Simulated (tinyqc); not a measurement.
Adsorption as a lattice gas: isotherms with interactions, competition, desorption peaks and saturation dose: one step, computed by the program tinyqc.

One adsorbate per site; a molecule needs 1 empty site. Gas and surface have the same temperature.

Task: Dose to saturate, flat and in a hole. Without desorption or interaction, 99 % coverage needs the time (N_s/(s0 F)) ln 100. For a round hole of aspect ratio a in molecular flow with unit sticking (Gordon), the time is N_s/F x [1 + (19/4) a + (3/2) a^2]. The larger of the two times is a rough guide.

Inputs (values chosen for the exercise, for a model surface):
```
quantity                                          value    unit
desorption energy E                                1.43      eV
prefactor nu                                    8.7e+12     1/s
site density N_s                                    4.4  1/nm^2
sticking coefficient s0                          0.0034       -
temperature T                                       604       K
aspect ratio a (depth over diameter) of a hole       60       -
```

Adsorption: molecular (first order).

flux F = 53109.67 1/(nm^2 s)

Give: time on a flat surface; time for the hole.

Result:

time on a flat surface = 0.1122 s

time for the hole = 0.4711 s

The hole is limited by transport: for deep holes the dose grows as a^2. Caution: with k_d = nu exp(-E/(k_B T)) of these inputs desorption is not negligible over the time on a flat surface, so without interaction 99 % coverage is not reached.
